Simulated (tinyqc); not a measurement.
Polycrystalline film, grain-boundary barriers (Seto model): effect of the grain size.

One-dimensional grains of size Lg with donors N; each boundary has Qt acceptor-like traps per area at one level Et below the band edge. Trapped electrons qt deplete a width w = qt/N (both sides together) and raise a barrier Vb = q N w^2/(8 eps0 eps_r). Current crosses the barriers by thermionic emission at small bias. Abrupt depletion, full ionisation, Boltzmann statistics.

Partly depleted grains: the density at the grain centre is n0 = N and qt = Qt/(1 + 2 (Nc/N) exp((Vb - Et)/Vt)). If that gives qt >= N Lg, the grains are fully depleted: qt = N Lg, w = Lg and n0 = 2 Nc exp((Vb - Et)/Vt)/(Qt/(N Lg) - 1). Resistivity: barriers rb = Vt exp(Vb/Vt)/(q n0 vc Lg), grain interior rg = (1 - w/Lg)/(q mg N); effective mobility 1/(q N (rb + rg)).

Values chosen for this exercise; values close to those of polycrystalline silicon:
```
symbol    value        unit                                     meaning
T           250           K                                 temperature
eps_r      11.7              relative permittivity of the semiconductor
Qt       3.5e12       cm^-2                  trap density at a boundary
N        3.4e18       cm^-3                               donor density
mg          220  cm^2/(V s)                     mobility inside a grain
vc        4.3e6        cm/s          collection velocity at the barrier
Nc      2.13e19       cm^-3      conduction-band density of states at T
Et         0.49          eV              trap level below the band edge
```

Constants: q = 1.602176634e-19 C, kB = 1.380649e-23 J/K, Vt = kB T/q, eps0 = 8.8541878128e-14 F/cm where lengths are in cm. Results are converted to the units shown.

The same in every row: Vb (V) = 0.069654; n0 (cm^-3) = 3.4000e18.

Result of one run:

| w/Lg | resistivity (ohm cm) |
|---|---|
| 0.057190 | 0.020825 |

Which grain size Lg gave this result: 26, 42, 69, 180 or 300 nm?

Lg = 180 nm.

The whole series:

| Lg (nm) | w/Lg | resistivity (ohm cm) |
|---|---|---|
| 16 | 0.64338 | 0.14875 |
| 26 | 0.39593 | 0.094749 |
| 42 | 0.24510 | 0.061833 |
| 69 | 0.14919 | 0.040903 |
| 110 | 0.093583 | 0.028767 |
| 180 | 0.057190 | 0.020825 |
| 300 | 0.034314 | 0.015833 |
| 480 | 0.021446 | 0.013025 |

As Lg goes from 16 to 480 nm, the barrier stays at 0.0697 V and the resistivity falls from 0.149 to 0.0130 ohm cm. The grains are fully depleted in 0 of the 8 rows.

Numbers from tinyqc (`OMP_NUM_THREADS=1 python tinyqc.py 2610042 2610043 out.jsonl`; about 0.01 s on one thread of a shared Intel Xeon 2.30GHz).
